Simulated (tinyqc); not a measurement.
From mean radius back to cooling rate q: nucleation and growth of vacancy voids in a cooling silicon-like crystal. Computed by tinyqc, a small Python program. Command: `OMP_NUM_THREADS=1 python tinyqc.py 3015120 3015121 out.jsonl voids inv`. One thread of a shared host (Intel(R) Xeon(R) Processor @ 2.30GHz), about 0.5 s of CPU time with the checks.

Spherical voids; vacancies are lost only to voids.

Inputs (values chosen for the exercise, for a model crystal):

| quantity | value | unit |
|---|---|---|
| vacancy density at the melting point C_m | 5.4e+14 | 1/cm^3 |
| formation energy E_f | 4.21 | eV |
| melting point T_m | 1685 | K |
| diffusion prefactor D0 | 0.0012 | cm^2/s |
| migration energy E_m | 0.45 | eV |
| site density rho | 5e+22 | 1/cm^3 |
| void surface energy gamma | 0.94 | J/m^2 |
| ratio (V/G)/xi_c | 1.44 | - |
| limit of the excess at high V/G | 1.2e+14 | 1/cm^3 |
| temperature step | 0.2 | K |

Vacancy supply: from V/G.

Constants: k_B = 8.617333262e-05 eV/K; k_B = 1.380649e-23 J/K.

Method:
- C = C_x (u - 1)/(u + 0.2) with u = (V/G)/xi_c, a form chosen for the exercise.
- C_e = C_m exp[-(E_f/k_B)(1/T - 1/T_m)]; D = D0 exp(-E_m/(k_B T)); f = k_B T ln(C/C_e); r* = 2 gamma/(rho f); W* = 16 pi gamma^3/(3 rho^2 f^2); Z = f/sqrt(12 pi W* k_B T); I = rho Z (4 pi r* D C) exp(-W*/(k_B T)).
- March down from 1500 K in steps dT, dt = dT/q, with values at the upper end of each step: a class of I dt voids is born with r*; then all classes grow by r^2 += 2 D (C - C_e) dt/rho; C falls by the vacancies added to voids. Stop at 1150 K. T_n is the T of the largest I, N the final count (classes under 1e-6 /cm^3 are dropped), and the mean radius the number average.

Question. A run gave the result below. Find the cooling rate q, known to lie between 7.4 and 20 K/min.

mean radius = 15.52857 nm

Answer.

Each step takes the trial c = (a f_b - b f_a)/(f_b - f_a), f being the result less the target and a, b, c the logarithms of the listed values; c replaces end b, the old b replaces a if the sign of f changed, and otherwise f_a is halved.

Scan of the range:

| cooling rate q (K/min) | mean radius (nm) |
|---|---|
| 7.40 | 19.6903 |
| 8.73 | 18.1471 |
| 10.30 | 16.7242 |
| 12.20 | 15.3834 |
| 14.40 | 14.1747 |
| 16.90 | 13.0981 |
| 20.00 | 12.0539 |

False position (Illinois rule, in the logarithm of the input) inside the bracket:

| step | end a | end b | trial | mean radius (nm) |
|---|---|---|---|---|
| 1 | 10.3000 | 12.2000 | 11.9784 | 15.5232 |
| 2 | 10.3000 | 11.9784 | 11.9623 | 15.5335 |
| 3 | 11.9784 | 11.9623 | 11.9700 | 15.5286 |
| 4 | 11.9623 | 11.9700 | 11.9700 | 15.5286 |

Mean radius falls at every point of a 13-point scan of the range (every second point is shown), so one value fits; it is bracketed by 10.3 and 12.2. Answer: cooling rate q = 11.97 K/min.
